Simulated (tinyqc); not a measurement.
# Sub-threshold conduction and electro-thermal threshold of an amorphous chalcogenide, step by step

Program tinyqc, `OMP_NUM_THREADS=1 python tinyqc.py 2490105 2490106 out.jsonl`; Intel Xeon 2.30GHz, shared host, one thread, about 0.01 s. Printed values are rounded.

Trap-limited conduction: I = I0 exp(-Ea/kB T) sinh(q V dz/(2 ua kB T)), I0 = 2 q A Nt dz/ta. One lumped temperature T = T0 + Rt I V. The threshold is the largest V for which a steady state exists on the low-current branch.

Parameters, values chosen for the exercise; values of the order of Ge-Sb-Te and related chalcogenides:
- T0 = 300 K (ambient temperature)
- A = 1800 nm^2 (cross-section)
- ua = 30 nm (amorphous thickness)
- dz = 7.4 nm (distance between traps)
- Ea = 0.32 eV (activation energy)
- Nt = 3.2e19 cm^-3 (trap density)
- ta = 1e-15 s (attempt time)
- Rt = 5.8 K/uW (thermal resistance)
- V = 0.357 V (voltage across the amorphous layer)

Constants: q = 1.602176634e-19 C, kB = 1.380649e-23 J/K. Results are converted to the units shown.

Range of the model: Purely electronic switching mechanisms, filaments and series resistance are left out.

## Isothermal quantities

I0, the low-field resistance 2 ua kB T0 exp(Ea/kB T0)/(q dz I0), the slope voltage V0 = 2 ua kB T0/(q dz), and I at V without heating.

I0 = 136.582 mA
low-field resistance = 0.364571 Mohm
V0 = 0.209611 V
I without heating = 1.52625 uA

## Iteration 1: self-heating

T at the start = 300 K

I at the present T, then T(new) = T0 + Rt I V.

I = 1.52625 uA
T after iteration 1 = 303.160 K

## Iteration 2: self-heating

As before.

I = 1.70379 uA
T after iteration 2 = 303.528 K

## Course of the iteration

Stop when T changes by less than 1e-7 K; give up above 900 K or after 200 iterations.

Course of the iteration:

| iteration | T(new) (K) | I (uA) | change (K) |
|---|---|---|---|
| 1 | 303.160 | 1.52625 | 3.16 |
| 2 | 303.528 | 1.70379 | 0.368 |
| 3 | 303.573 | 1.72547 | 0.0449 |
| 4 | 303.578 | 1.72814 | 5.52e-3 |
| 5 | 303.579 | 1.72847 | 6.78e-4 |
| 6 | 303.579 | 1.72851 | 8.34e-5 |
| 7 | 303.579 | 1.72851 | 1.03e-5 |
| 8 | 303.579 | 1.72851 | 1.26e-6 |
| 9 | 303.579 | 1.72851 | 1.55e-7 |
| 10 | 303.579 | 1.72851 | 1.91e-8 |

Converged in 10 iterations. The loop gain dT(new)/dT is 0.12; it reaches 1 at the threshold, 0.5523 V.
